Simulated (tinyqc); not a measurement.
# Projection against the Weibull slope

Defects are spread at random, so -ln(1 - F) is proportional to the area: t63(A2) = t63 (A1/A2)^(1/beta), and the time to the share Fp is t63(A2) (-ln(1 - Fp))^(1/beta).

Values chosen for this exercise: area of a test capacitor A1 = 2600 um^2; gate area of the product A2 = 1.1e6 um^2; allowed share of failed products Fp = 1e-6; characteristic time of a test capacitor t63 = 25 s.

Projection against the Weibull slope:

| beta | t63 of the product (s) | time to Fp (s) | decades lost to area | decades lost to the percentile |
|---|---|---|---|---|
| 0.6 | 0.0010485 | 1.0485e-13 | 4.3774 | 10.000 |
| 0.9 | 0.030178 | 6.5017e-9 | 2.9182 | 6.6667 |
| 1.2 | 0.16190 | 1.6190e-6 | 2.1887 | 5.0000 |
| 1.5 | 0.44360 | 4.4360e-5 | 1.7509 | 4.0000 |
| 1.8 | 0.86860 | 4.0317e-4 | 1.4591 | 3.3333 |
| 2.1 | 1.4037 | 0.0019504 | 1.2507 | 2.8571 |
| 2.4 | 2.0119 | 0.0063621 | 1.0943 | 2.5000 |
| 2.7 | 2.6619 | 0.015958 | 0.97275 | 2.2222 |
| 3 | 3.3302 | 0.033302 | 0.87547 | 2.0000 |

What does the comparison show?

Both losses go as 1/beta: together 14.4 decades at beta = 0.6 and 2.88 at 3. For small Fp only the ratio Fp/A2 counts, so ten times the area costs as much as a tenth of Fp.

Numbers from tinyqc (`OMP_NUM_THREADS=1 python tinyqc.py 2070004 2070005 out.jsonl`; about 0.01 s on one thread of a shared Intel Xeon 2.30GHz).
